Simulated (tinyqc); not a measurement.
Layer against dose: implant damage, amorphisation by cascade overlap, and solid-phase epitaxial regrowth. Computed by tinyqc, a small Python program. Command: `OMP_NUM_THREADS=1 python tinyqc.py 3112989 3112990 out.jsonl sper walk`. One thread of a shared host (Intel(R) Xeon(R) Processor @ 2.30GHz), about 0.01 s of CPU time with the checks.

Range and width of the damage are inputs. Dynamic annealing enters only through the surviving share f.

Inputs (values chosen for the exercise, modelled on silicon ions in silicon):
```
quantity                           value    unit
atomic density N                    49.9  1/nm^3
ion Z1                                14       -
ion mass M1                           28       u
target Z2                             14       -
target mass M2                     28.09       u
ion energy E                          25     keV
displacement energy E_d               16      eV
depth of the damage peak R_d          21      nm
width of the damage profile s_d       12      nm
share of defects that survive f     0.75       -
critical displaced share x_c        0.18       -
dose Q                           1.1e+14  1/cm^2
```

Constants: a_0 = 0.529177210903 angstrom; e^2/(4 pi eps_0) = 14.39964548 eV angstrom.

Method. Robinson partition: eps = E a M2/(Z1 Z2 (e^2/(4 pi eps_0)) (M1 + M2)), a = 0.8853 a_0/sqrt(Z1^(2/3) + Z2^(2/3)); k = 0.0793 Z1^(2/3) Z2^(1/2) (M1 + M2)^(3/2)/((Z1^(2/3) + Z2^(2/3))^(3/4) M1^(3/2) M2^(1/2)); damage energy T_d = E/(1 + k (eps + 0.40244 eps^(3/4) + 3.4008 eps^(1/6))); displacements nu = 0.8 T_d/(2 E_d). Displaced share x(z) = f nu Q exp(-(z - R_d)^2/(2 s_d^2))/(sqrt(2 pi) s_d N); the layer is amorphous where x > x_c, between R_d -/+ s_d sqrt(2 ln(x_max/x_c)), the upper edge being cut at the surface. Threshold dose Q_c = Q x_c/x_max.

threshold dose Q_c = 9.15783e+13 1/cm^2

displacements per ion nu = 393.360

Dose series; the last column is f nu Q erfc((z2 - R_d)/(sqrt2 s_d))/2:
```
Q (1/cm^2)   x_max  upper edge (nm)  lower edge (nm)  displaced atoms beyond z2 (1/cm^2)
1.01e+14    0.1985           15.689           26.311                          9.8046e+15
1.37e+14    0.2693           10.230           31.770                          7.4658e+15
2.29e+14    0.4501            4.753           37.247                          5.9374e+15
3.66e+14    0.7194            1.025           40.975                          5.1826e+15
6.41e+14    1.2599            0.000           44.673                          4.5883e+15
1.10e+15    2.1621            0.000           47.757                          4.1806e+15
2.29e+15    4.5011            0.000           51.448                          3.7729e+15
4.58e+15    9.0021            0.000           54.567                          3.4822e+15
```

What does the comparison show, and why?

A dose 45 times larger moves the lower edge from 26.3 to 54.6 nm, as the root of a logarithm, and the damage beyond it falls by a factor 2.8, since the edge lies on an ever steeper tail. The layer reaches the surface at Q_c exp(R_d^2/(2 s_d^2)) = 4.23e14 per cm^2.
